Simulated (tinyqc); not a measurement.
Inside a calculation. Model: energy and delay of logic against supply voltage.

Computed by the program tinyqc: `OMP_NUM_THREADS=1 python tinyqc.py 2082034 2082035 out.jsonl`, one thread of a shared Intel Xeon 2.30GHz, about 0.01 s for the whole run. Printed values are rounded.

One expression serves below and above threshold: I(Vg) = Ik [ln(1 + exp((Vg - VT + dd V)/(al nf Vt)))]^al, with I_on = I(V) and I_off = I(0). Gate delay td = kd C V/I_on, clock period LD td. Per gate and cycle the switching energy is act C V^2 and the leakage energy I_off V LD td. No short-circuit current, no variation. Minima are sought above 0.09 V; below a few Vt gates no longer switch and the model has no meaning.

Inputs (values chosen for the exercise); values of the order met in logic technologies:

| symbol | value | unit | meaning |
|---|---|---|---|
| T | 330 | K | temperature |
| VT | 0.31 | V | threshold voltage at zero drain bias |
| nf | 1.26 |  | slope factor |
| dd | 0.05 |  | barrier lowering per volt of supply |
| Ik | 0.9 | uA | specific current of a gate |
| al | 1.64 |  | exponent of the current law |
| C | 0.54 | fF | load capacitance of a gate |
| kd | 1.2 |  | delay factor |
| LD | 40 |  | logic depth |
| act | 0.05 |  | activity factor |
| V | 1.07 | V | supply voltage |

Constants: q = 1.602176634e-19 C, kB = 1.380649e-23 J/K, Vt = kB T/q. Results are converted to the units shown.

## Currents, delay and energies

I_on, I_off, td, clock frequency 1/(LD td), both energies and their sum.

I_on = 66.97349 uA
I_off = 0.6930816 nA
td = 10.35275 ps
clock frequency = 2.414817 GHz
switching energy = 30.91230 aJ
leakage energy = 0.3071029 aJ
energy = 31.21940 aJ

I_on/I_off = 96600; leakage makes up 0.984 % of the energy.

## Starting value

V = 0.36 V.

V at the start = 0.36 V

## Iteration 1: new V

Minimum-energy supply: E(V) is the energy per gate and cycle; with h = 0.001 V, E' = (E(V + h) - E(V - h))/(2 h), E'' = (E(V - h) - 2 E(V) + E(V + h))/h^2, V(new) = V - E'/E''.

E' = 14.80560 aJ/V
E'' = 129.4759 aJ/V^2
V after iteration 1 = 0.2456497 V

## Iteration 2: new V

As before.

E' = -20.17788 aJ/V
E'' = 624.8582 aJ/V^2
V after iteration 2 = 0.2779417 V

## Course of the iteration

Stop when the step is below 1e-9 V, or after 40 iterations.

Course of the iteration:
```
iteration  V before the step (V)  step (V)
1                           0.36    -0.114
2                      0.2456497    0.0323
3                      0.2779417    0.0104
4                      0.2883069   8.88e-4
5                      0.2891948   5.89e-6
6                      0.2892007  1.43e-10
```

Converged in 6 iterations. There leakage makes up 34.2 % of the energy and the clock runs at 57.8 MHz.
